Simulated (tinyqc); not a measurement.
Dopants and charged point defects at anneal temperature: Fermi-level effect, clustering and pairing: one step, computed by the program tinyqc.

Boltzmann statistics and full ionisation of active dopants. Energies are counted from the valence band; the defect (a vacancy or self-interstitial) has five charge states, with all degeneracy factors one.

Question. The host at the anneal temperature. E_g = E_g0 - alpha T^2/(T + beta). N_c = 2 M_c (2 pi m_e k_B T/h^2)^(3/2) and N_v = 2 (2 pi m_h k_B T/h^2)^(3/2), masses in units of m_0. n_i = sqrt(N_c N_v) exp(-E_g/2 k_B T); E_i = E_g/2 + (k_B T/2) ln(N_v/N_c).

Inputs (values chosen for the exercise, with bands modelled on InP):

| quantity | value | unit |
|---|---|---|
| gap at 0 K E_g0 | 1.43 | eV |
| Varshni alpha | 0.000358 | eV/K |
| Varshni beta | 160 | K |
| electron mass m_e | 0.0781 | m_0 |
| valleys M_c | 1 | - |
| hole mass m_h | 0.6 | m_0 |
| anneal temperature T | 980 | K |

Dopant: acceptor. Second part: clustering of the dopant.

Constants: m_0 = 9.1093837015e-31 kg; k_B = 1.380649e-23 J/K; h = 6.62607015e-34 J s; k_B = 8.617333262e-05 eV/K.

Give: E_g; k_B T; n_i; E_i; effective density of states N_b of the majority band.

Answer.

E_g = 1.1284 eV

k_B T = 0.084450 eV

n_i = 1.8722e+16 cm^-3

E_i = 0.69334 eV

effective density of states N_b of the majority band = 6.8858e+19 cm^-3
